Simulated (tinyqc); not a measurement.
# Surface potential of a MOS transistor: implicit equation and explicit approximations: two studies

p-type body, charge-sheet picture, depletion and inversion only, full ionisation (an idealisation for deep acceptors), Boltzmann statistics (rough once Na exp(x - xn) passes about Nc/7). In units of Vt: xg = (Vg - Vfb)/Vt, x = psi/Vt, G = gamma/sqrt(Vt), xn = (2 phiF + Vc)/Vt. The implicit equation is (xg - x)^2 = G^2 [x - 1 + exp(x - xn)] for x above about 3. Cox = eps0 eox/tox.

Values chosen for this exercise; band and dielectric values close to those of silicon: temperature T = 300 K; band gap Eg = 1.14 eV; relative permittivity eps_r = 11.5; conduction-band density of states at T Nc = 2.83e19 cm^-3; valence-band density of states at T Nv = 2.62e19 cm^-3; relative permittivity of the gate insulator (close to silicon dioxide) eox = 3.9; insulator thickness tox = 2.6 nm; acceptor density Na = 1.7e17 cm^-3; flat-band voltage Vfb = -0.77 V; channel-body voltage Vc = 0 V; gate-body voltage Vg = 0.97 V.

Constants: q = 1.602176634e-19 C, kB = 1.380649e-23 J/K, Vt = kB T/q, eps0 = 8.8541878128e-14 F/cm where lengths are in cm. Results are converted to the units shown.

Each table varies one quantity; the others keep the values above.

## Accuracy of the approximations against gate voltage

ni = sqrt(Nc Nv) exp(-Eg/(2 Vt)), Eg in volts; phiF = Vt ln(Na/ni); gamma = sqrt(2 q eps0 eps_r Na)/Cox; VT = Vfb + Vt (xn + G sqrt(xn - 1)). Depletion value a = 1 + [sqrt(G^2/4 + xg - 1) - G/2]^2; inversion value b = xn + ln[(xg - xn)^2/G^2 - xn + 1] and first guess y = min(a, b) - ln(1 + exp(-|a - b|)) if a > xn + 1, else b = y = a; one second-order correction with D = exp(y - xn), p = 2 (xg - y) + G^2 (1 + D), w = (xg - y)^2 - G^2 (y - 1 + D): z = y + 2 w/(p + sqrt(p^2 - 2 (2 - G^2 D) w)), or the Newton step z = y + w/p where the root is not real. N_inv = (Cox Vt G/q) [sqrt(x - 1 + exp(x - xn)) - sqrt(x - 1)] at the root. Lambert form (Cox m Vt/q) W0[(G/(2 m sqrt(xn - 1))) exp((Vg - VT)/(m Vt))], m = 1 + G/(2 sqrt(xn - 1)). Errors under 1e-4 mV, and the linear form below VT, are printed as 0.

Results:

| Vg (V) | psi (V) | x - xn | error of y (mV) | error of z (mV) | N_inv (cm^-2) | Cox (Vg - VT)/q (cm^-2) | Lambert form (cm^-2) |
|---|---|---|---|---|---|---|---|
| -0.13 | 0.5159 | -13.99 | 0 | 0 | 2.280e4 | 0 | 1.461e4 |
| 0.07 | 0.6949 | -7.063 | 2.16e-3 | 0 | 1.989e7 | 0 | 1.698e7 |
| 0.27 | 0.8745 | -0.1193 | 2.00 | -1.51e-4 | 1.818e10 | 0 | 1.827e10 |
| 0.47 | 0.9776 | 3.869 | 22.8 | 6.58 | 7.414e11 | 1.648e12 | 7.910e11 |
| 0.67 | 1.013 | 5.228 | 16.7 | -2.63 | 2.082e12 | 3.306e12 | 2.208e12 |
| 0.87 | 1.033 | 6.025 | 12.9 | -0.882 | 3.554e12 | 4.964e12 | 3.742e12 |
| 1.07 | 1.048 | 6.596 | 10.7 | -0.440 | 5.079e12 | 6.622e12 | 5.317e12 |
| 1.47 | 1.069 | 7.406 | 8.08 | -0.170 | 8.206e12 | 9.938e12 | 8.522e12 |

Estimate the missing row, Vg = 1.27 V.

Computed row:

| Vg (V) | psi (V) | x - xn | error of y (mV) | error of z (mV) | N_inv (cm^-2) | Cox (Vg - VT)/q (cm^-2) | Lambert form (cm^-2) |
|---|---|---|---|---|---|---|---|
| 1.27 | 1.060 | 7.041 | 9.18 | -0.260 | 6.633e12 | 8.280e12 | 6.913e12 |

With this row back in the table: psi rises from 0.516 to 1.07 V and ends 7.4 Vt above 2 phiF + Vc. Among the rows the first guess is off by at most 23 mV (at Vg = 0.47 V) and the corrected value by at most 6.6 mV. In the last row the linear form is 21 % above N_inv and the Lambert form 3.9 % above it; in the first row the Lambert form is 36 % below it. For Vg = 0.47, 0.67, 0.87, 1.07, 1.27, 1.47 the electron quasi-Fermi level lies less than 2 Vt below the band edge at the surface, or above it, where degeneracy and confinement, left out, matter.

## Effect of the insulator thickness at fixed gate voltage

Same model as above.

Result of one run:

| tox (nm) | psi (V) | x - xn | error of y (mV) | error of z (mV) | N_inv (cm^-2) | Cox (Vg - VT)/q (cm^-2) | Lambert form (cm^-2) |
|---|---|---|---|---|---|---|---|
| 1.6 | 1.0655 | 7.2707 | 13.1 | -0.940 | 7.5870e12 | 1.0261e13 | 8.0594e12 |

What becomes of these results when the insulator thickness tox is changed from 1.6 to 4.2 nm, all else the same?

Result of the changed run:

| tox (nm) | psi (V) | x - xn | error of y (mV) | error of z (mV) | N_inv (cm^-2) | Cox (Vg - VT)/q (cm^-2) | Lambert form (cm^-2) |
|---|---|---|---|---|---|---|---|
| 4.2 | 1.0157 | 5.3426 | 10.8 | -0.452 | 2.2546e12 | 3.0692e12 | 2.3436e12 |

The whole series:

| tox (nm) | psi (V) | x - xn | error of y (mV) | error of z (mV) | N_inv (cm^-2) | Cox (Vg - VT)/q (cm^-2) | Lambert form (cm^-2) |
|---|---|---|---|---|---|---|---|
| 0.87 | 1.0952 | 8.4178 | 15.2 | -1.78 | 1.4455e13 | 2.0009e13 | 1.5626e13 |
| 1.2 | 1.0796 | 7.8152 | 14.0 | -1.26 | 1.0353e13 | 1.4134e13 | 1.1084e13 |
| 1.6 | 1.0655 | 7.2707 | 13.1 | -0.940 | 7.5870e12 | 1.0261e13 | 8.0594e12 |
| 2.2 | 1.0497 | 6.6582 | 12.1 | -0.698 | 5.2756e12 | 7.0927e12 | 5.5595e12 |
| 3 | 1.0338 | 6.0445 | 11.4 | -0.543 | 3.5977e12 | 4.8396e12 | 3.7649e12 |
| 4.2 | 1.0157 | 5.3426 | 10.8 | -0.452 | 2.2546e12 | 3.0692e12 | 2.3436e12 |
| 5.7 | 0.99749 | 4.6398 | 10.8 | -0.447 | 1.3586e12 | 1.9045e12 | 1.4048e12 |
| 7.8 | 0.97494 | 3.7679 | 11.9 | -0.611 | 6.8192e11 | 1.0266e12 | 7.0181e11 |

As tox goes from 0.87 to 7.8, psi falls from 1.10 to 0.975 V, x - xn falls from 8.42 to 3.77 and N_inv falls from 1.45e13 to 6.82e11 cm^-2. The Lambert form lies between 1.03 and 1.08 times N_inv. In every row the electron quasi-Fermi level lies less than 2 Vt below the band edge at the surface, or above it, where degeneracy and confinement, left out, matter.

Computed by the program tinyqc: `OMP_NUM_THREADS=1 python tinyqc.py 2122174 2122175 out.jsonl`, one thread of a shared Intel Xeon 2.30GHz, about 0.01 s for the whole run.
